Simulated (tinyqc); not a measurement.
Long-channel MOSFET, surface-potential model: two steps of the calculation.

n-channel transistor on a uniformly doped p-type body, gradual-channel approximation, constant mobility, Boltzmann statistics, full ionisation. Potentials are counted from the neutral body; V is the electron quasi-Fermi potential, Vsb at the source and Vsb + Vds at the drain. Charges are magnitudes per area.

Values chosen for this exercise; material values those of a made-up semiconductor:
```
symbol,value,unit,meaning
T,300,K,temperature
Vfb,-1.41,V,flat-band voltage
mu,220,cm^2/(V s),channel mobility
W,10,um,gate width
L,0.5,um,gate length
Vsb,1,V,source-body reverse bias
Vgs,0.06,V,gate-source voltage
Vds,0.1,V,drain-source voltage
```

Constants: q = 1.602176634e-19 C, kB = 1.380649e-23 J/K, Vt = kB T/q. Results are converted to the units shown.

Task 1. Charges and current of the charge-sheet model. psi_0 and psi_L solve Vgs + Vsb - Vfb - psi = gamma sqrt(G) at V = Vsb and Vsb + Vds. Qi = Cox gamma [sqrt(G) - sqrt(psi - Vt)], G = psi - Vt + Vt exp((psi - 2 phiF - V)/Vt), at both ends. With U = Vgs + Vsb - Vfb: drift = mu (W/L) Cox [U (psi_L - psi_0) - (psi_L^2 - psi_0^2)/2 - (2/3) gamma ((psi_L - Vt)^1.5 - (psi_0 - Vt)^1.5)]; diffusion = mu (W/L) Vt (Qi0 - QiL).

psi_0 = 2.3693006 V
psi_L = 2.3693260 V
phiF = 0.72394571 V
Cox = 1.2336835 uF/cm^2
gamma = 0.065763481 V^0.5

Give: Qi0; QiL; drift current; diffusion current; drain current.

Result 1.

Qi0 = 0.0328 nC/cm^2
QiL = 6.85e-4 nC/cm^2
drift current = 1.87e-6 uA
diffusion current = 0.00365 uA
drain current = 0.00365 uA

Drift carries 0.0513 % of the current.

Task 2. Inversion charge along the channel. The surface potential psi at channel potential V solves Vgs + Vsb - Vfb - psi = gamma sqrt(G), G = psi - Vt + Vt exp((psi - 2 phiF - V)/Vt). Charge sheet: Qi = Cox gamma [sqrt(G) - sqrt(psi - Vt)]. Pao-Sah: Qi = (Cox gamma/2) integral from 3 Vt to psi of exp((u - 2 phiF - V)/Vt)/sqrt(G(u, V)) du.

V, point 0 to 8 (V): [1, 1.0125000, 1.025, 1.0375000, 1.05, 1.0625000, 1.075, 1.0875000, 1.1]
phiF = 0.72394571 V
Cox = 1.2336835 uF/cm^2
gamma = 0.065763481 V^0.5

Find: psi; Qi, charge sheet; Qi, Pao-Sah.

Result 2.

psi, point 0 to 8 (V): [2.369, 2.369, 2.369, 2.369, 2.369, 2.369, 2.369, 2.369, 2.369]
Qi, charge sheet, point 0 to 8 (nC/cm^2): [0.03276, 0.02021, 0.01247, 0.007688, 0.004741, 0.002923, 0.001803, 0.001112, 6.854e-4]
Qi, Pao-Sah, point 0 to 8 (nC/cm^2): [0.03295, 0.02032, 0.01254, 0.007731, 0.004767, 0.002940, 0.001813, 0.001118, 6.893e-4]

At the source the charge-sheet charge is 0.56 % below the Pao-Sah one.

tinyqc, about 0.09 s, one thread, Intel Xeon 2.30GHz (shared host): `OMP_NUM_THREADS=1 python tinyqc.py 2360160 2360161 out.jsonl`
